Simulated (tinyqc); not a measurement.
# Bias-temperature instability, empirical power law with universal recovery: effects of single changes

Threshold-voltage shift at the end of a stress: dV = A (V/V0)^g exp[-(Ea q/kB)(1/T - 1/T0)] (t/1 s)^n. After a delay tr the permanent share pp stays and the rest falls by r = 1/(1 + B (tr/t)^be). An empirical model: its parameters are fits, not properties.

Parameters, values chosen for the exercise:
- V0 = 1.7 V (reference stress voltage)
- T0 = 398 K (reference temperature)
- A = 21 mV (shift after 1 s at V0 and T0)
- n = 0.21 (time exponent)
- g = 5 (voltage exponent)
- Ea = 0.17 eV (apparent activation energy of the shift)
- pp = 0.43 (permanent share)
- B = 5.4 (recovery scale)
- be = 0.15 (recovery dispersion)
- V = 1.09 V (use voltage)
- T = 378 K (use temperature)
- dc = 70 mV (failure criterion)
- ts = 10000 s (stress time)

Constants: q = 1.602176634e-19 C, kB = 1.380649e-23 J/K. Results are converted to the units shown.

Each table varies one quantity; the others keep the values above.

## Effect of the measurement delay

At V0 and T0. The apparent n comes from the measured shifts at ts/100 and ts, and the projection extends that line from ts to ten years (3.15576e8 s).

The same in every row: true shift (mV) = 1279.5.

Effect of the measurement delay:

| tr (s) | share left at ts | apparent n | projected shift (mV) |
|---|---|---|---|
| 1e-6 | 0.91686 | 0.22513 | 1372.2 |
| 1e-5 | 0.88923 | 0.22898 | 1385.0 |
| 0.0001 | 0.85515 | 0.23297 | 1388.0 |
| 0.001 | 0.81480 | 0.23663 | 1373.7 |
| 0.01 | 0.76932 | 0.23940 | 1334.8 |
| 0.1 | 0.72078 | 0.24080 | 1268.8 |
| 1 | 0.67189 | 0.24052 | 1179.4 |
| 10 | 0.62547 | 0.23864 | 1076.7 |

What does the table show?

The share left falls from 0.917 to 0.625 and the apparent n goes from 0.225 through a maximum of 0.241 (at tr = 0.1 s among the rows listed) to 0.239. The projection is 7.2 % above the true ten-year shift in the first row and 16 % below it in the last: a lower start and a steeper slope work against each other.

## Effect of the time exponent at a fixed measured point

Same model as above.

The lifetime solves dV = dc; ten years are 3.15576e8 s. A is rescaled so that the shift at ts, V0 and T0 stays the same.

Effect of the time exponent at a fixed measured point:

| nx | A (mV) | shift after ten years (mV) | lifetime (years) |
|---|---|---|---|
| 0.1 | 57.84 | 34.13 | 1.318e4 |
| 0.125 | 45.94 | 44.22 | 394.5 |
| 0.15 | 36.49 | 57.29 | 38.03 |
| 0.175 | 28.99 | 74.23 | 7.154 |
| 0.2 | 23.03 | 96.17 | 2.043 |
| 0.225 | 18.29 | 124.6 | 0.7710 |
| 0.25 | 14.53 | 161.4 | 0.3535 |
| 0.275 | 11.54 | 209.2 | 0.1868 |
| 0.3 | 9.167 | 271.0 | 0.1098 |

The ten-year shift rises from 34.1 to 271 mV and the lifetime falls from 13200 to 0.110 years: an error of 0.025 in the exponent changes the shift by a factor of 1.30 over the 4.50 decades from ts to ten years. For nx = 0.1 the lifetime is a formal extrapolation far beyond any test.

Program tinyqc, `OMP_NUM_THREADS=1 python tinyqc.py 2070088 2070089 out.jsonl`; Intel Xeon 2.30GHz, shared host, one thread, about 0.01 s.
